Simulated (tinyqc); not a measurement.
What each parameter does: thin-body film or fin with hard walls, valleys of the Si type.

Six ellipsoidal valleys with their long axes along the cube axes, mass ml along the axis and mt across it. For a valley whose axis makes the angle theta with the surface normal, 1/m_z = cos^2(theta)/ml + sin^2(theta)/mt sets the confinement; in the plane the masses are m_1 = mt and m_2 = ml mt/m_z, and m_d = sqrt(m_1 m_2).

A film of thickness t between hard walls, flat band inside: E_n = c (n pi/t)^2/m_z above the bulk edge, c = hbar^2/2m0. Without degeneracy the sheet density is N2 exp((EF - Ec)/kB T) with N2 = sum_i g m_d/(2 pi c) kB T exp(-E_i/kB T) over n = 1 to 40 of each group; a classical film has t Nc with Nc = 2 g_all (m_dos kB T/(4 pi c))^(3/2), m_dos = (ml mt^2)^(1/3). The threshold shift is dVt = kB T ln(t Nc/N2).

Constants: hbar^2/2m0 = 3.80998211 eV angstrom^2; kB = 8.617333262e-05 eV/K.

Inputs chosen for the exercise (near those of Si; the results hold for these values, not for the real material):
```
symbol  value  unit      meaning
ml      0.927  m0        longitudinal mass
mt      0.191  m0        transverse mass
face    100              face of the film or side wall of the fin
T       300    K         temperature
t       20     angstrom  body thickness
g_all   6                number of valleys
```

E1 is the lowest level, and the share is that of its group in N2.

One parameter was then changed.

Results before and after:
```
case     E1 (eV)  share (%)  dVt (mV)  Nc (1e19/cm^3)
base      0.1014      100.0     109.0           2.769
changed   0.1127      100.0     119.0           2.626
```

Which of these changes was made? (a) T = 350 K; (b) ml = 0.834 m0; (c) mt = 0.172 m0; (d) t = 26 angstrom.
Answer: (b) ml = 0.834 m0. Of the candidates, run in turn, only this one gives the changed row.

All candidates:
```
case             E1 (eV)  share (%)  dVt (mV)  Nc (1e19/cm^3)
base              0.1014      100.0     109.0           2.769
t = 26 angstrom   0.0600       99.9      74.4           2.769
T = 350 K         0.1014      100.0     112.6           3.489
ml = 0.834 m0     0.1127      100.0     119.0           2.626
mt = 0.172 m0     0.1014      100.0     109.0           2.493
```

Run: tinyqc, `OMP_NUM_THREADS=1 python tinyqc.py 1250376 1250377 out.jsonl`; Intel(R) Xeon(R) Processor @ 2.30GHz, one thread, shared host; about 0.01 s of CPU time with all checks.
